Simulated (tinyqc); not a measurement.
# Worked calculation: resistive crossbar, vector-matrix product with wire resistance

Computed by the program tinyqc: `OMP_NUM_THREADS=1 python tinyqc.py 2880006 2880007 out.jsonl`, one thread of a shared Intel Xeon 2.30GHz, about 0.02 s for the whole run. Printed values are rounded.

2 rows and 2 columns. Cell (i, j) joins row node wij to column node bij. Each row is driven at its left end through one wire segment rw; neighbouring nodes along a row or a column are joined by rw; each column ends below the last row in one more rw and a virtual ground, where its current is read. Ideal output: I_j = sum_i V_i G_ij.

Inputs (values chosen for the exercise): wire resistance between neighbouring cells rw = 200 ohm; input voltages of the rows V = [0.17, 0.14] V.

## The nodal equations

cell conductances G (uS):
```
       column 1  column 2
row 1       4.6       8.9
row 2        24        30
```

Kirchhoff current law at every node, A x = b: A holds the sum of the conductances at a node on the diagonal and minus the conductance between two nodes off it (wire conductance 1/rw); b = V_i/rw at the first node of row i.

A (uS):
```
         w11      w12      w21    w22      b11      b12      b21    b22
w11  10004.6    -5000        0      0     -4.6        0        0      0
w12    -5000  5008.90        0      0        0     -8.9        0      0
w21        0        0  10024.0  -5000        0        0      -24      0
w22        0        0    -5000   5030        0        0        0    -30
b11     -4.6        0        0      0  5004.60        0    -5000      0
b12        0     -8.9        0      0        0  5008.90        0  -5000
b21        0        0      -24      0    -5000        0  10024.0      0
b22        0        0        0    -30        0    -5000        0  10030
```

b (uA): w11 850, w12 0, w21 700, w22 0, b11 0, b12 0, b21 0, b22 0

## Node voltages and column currents

Solve A x = b; I_j = b2j/rw.

row nodes (mV): w11 169.546, w12 169.247, w21 138.520, w22 137.700
column nodes (mV): b11 0.971155, b12 1.41697, b21 0.816066, b22 1.11823
column currents (uA): column 1 4.08033, column 2 5.59115

## Error against the ideal product

Ideal I_j = sum_i V_i G_ij; error = I/ideal - 1.

ideal currents (uA): column 1 4.142, column 2 5.713
error (%): column 1 -1.489, column 2 -2.133

The largest error is in column 2. All currents fall short, since the wires take part of the voltage.
